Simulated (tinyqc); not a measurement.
From results back to parameters: Wannier function of the lower band of a two-orbital chain. Three cases, with inputs chosen for the exercise.

Problem. A band E(k) = H0 + 2 H1 cos(ka) + 2 H2 cos(2ka) is known at k = 0, pi/2a and pi/a. The values come from hidden hoppings; c = hbar^2/2m0.

Constants: hbar^2/2m0 = 3.80998211 eV angstrom^2.
Find: H0, H1, H2; m0/m at k = 0.

Method. H0 = (E0 + 2 E1 + E2)/4, H1 = (E0 - E2)/4, H2 = (E0 - 2 E1 + E2)/8; the curvature at k = 0 gives m0/m = -(H1 + 4 H2) a^2/c.

Case 1.

Values chosen: a = 3.1 angstrom (period).

E (eV): 0 -1.3860, pi/2a -0.7880, pi/a -0.5740

Solution.

H0, H1, H2 (eV): -0.884  -0.203  -0.048

m0/m at k = 0 = 0.996

Case 2.

Values chosen: a = 3.6 angstrom (period).

E (eV): 0 -2.6990, pi/2a -1.8190, pi/a -0.8750

Solution.

H0, H1, H2 (eV): -1.803  -0.456  0.008

m0/m at k = 0 = 1.442

Case 3.

Values chosen: a = 5.2 angstrom (period).

E (eV): 0 -2.7810, pi/2a -1.5270, pi/a -0.0330

Solution.

H0, H1, H2 (eV): -1.467  -0.687  0.030

m0/m at k = 0 = 4.024

Computed by tinyqc, one run a case: `OMP_NUM_THREADS=1 python tinyqc.py N N+1 out.jsonl` with N = 1451732, 1451762, 1451814; one thread of a shared Intel(R) Xeon(R) Processor @ 2.30GHz, about 0.2 s a run at most.
